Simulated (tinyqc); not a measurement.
What each parameter does: inversion layer as a triangular well, valleys of the Si type.

Six ellipsoidal valleys with their long axes along the cube axes, mass ml along the axis and mt across it. For a valley whose axis makes the angle theta with the surface normal, 1/m_z = cos^2(theta)/ml + sin^2(theta)/mt sets the confinement; in the plane the masses are m_1 = mt and m_2 = ml mt/m_z, and m_d = sqrt(m_1 m_2).

The field is taken as constant, e F = 4 pi (e^2/4 pi eps0)(Nd + eta Ns)/eps, with 1e12/cm^2 = 1e-4/angstrom^2, and the oxide as a hard wall at z = 0; c = hbar^2/2m0.

Level j of a valley lies at E_j = a_j (c (e F)^2/m_z)^(1/3) above the band edge at the surface, with the Airy zeros a_j = 2.338107, 4.087949, 5.520560, 6.786708, 7.944134, 9.022651, 10.040174, 11.008524, 11.936016, 12.828777, and has <z> = 2 E_j/(3 e F).

Subband i holds n_i = g m_d/(2 pi c) kB T ln(1 + exp((EF - E_i)/kB T)) (spin included), and EF is fixed by sum n_i = Ns over the levels listed or, where none are listed, over j = 0 to 9 of each group; 1e12/cm^2 = 1e-4/angstrom^2.

Constants: hbar^2/2m0 = 3.80998211 eV angstrom^2; e^2/(4 pi eps0) = 14.39964547 eV angstrom; kB = 8.617333262e-05 eV/K.

Parameters, chosen for this exercise (near those of Si; shifted at random, so the results belong to these values and not to a real crystal): ml = 0.905 m0 (longitudinal mass); mt = 0.188 m0 (transverse mass); eps = 11.6 (dielectric constant); Nd = 0.14 x 1e12/cm^2 (depletion charge); eta = 0.5 (share of Ns in the effective field); face = 111 (surface); Ns = 4.8 x 1e12/cm^2 (electron sheet density); T = 77 K (temperature).

Field, ladders and EF anew.

Results for these values:

| case | lowest E (eV) | EF (eV) | share of lowest (%) | <z> (angstrom) |
|---|---|---|---|---|
| base | 0.1441 | 0.1456 | 100.0 | 24.25 |

What happens to each result for Ns = 9.6 x 1e12/cm^2, all else kept?

Answer: lowest E rises from 0.1441 to 0.2245; EF rises from 0.1456 to 0.2339; share of lowest does not change at the printed digits; <z> falls from 24.25 to 19.42.

The same for each parameter in turn:

| case | lowest E (eV) | EF (eV) | share of lowest (%) | <z> (angstrom) |
|---|---|---|---|---|
| base | 0.1441 | 0.1456 | 100.0 | 24.25 |
| Ns = 9.6 x 1e12/cm^2 | 0.2245 | 0.2339 | 100.0 | 19.42 |
| Nd = 0.07 x 1e12/cm^2 | 0.1414 | 0.1430 | 100.0 | 24.47 |
| T = 137 K | 0.1441 | 0.1377 | 100.0 | 24.25 |
| ml = 0.996 m0 | 0.1437 | 0.1448 | 100.0 | 24.18 |
| mt = 0.169 m0 | 0.1488 | 0.1509 | 100.0 | 25.04 |
| eps = 10.4 | 0.1550 | 0.1565 | 100.0 | 23.38 |

Computed by tinyqc, a small Python program: `OMP_NUM_THREADS=1 python tinyqc.py 1250759 1250760 out.jsonl` (the numbers bound the seed that draws the inputs); one thread of a shared host (Intel(R) Xeon(R) Processor @ 2.30GHz), about 0.03 s for the whole set of steps.
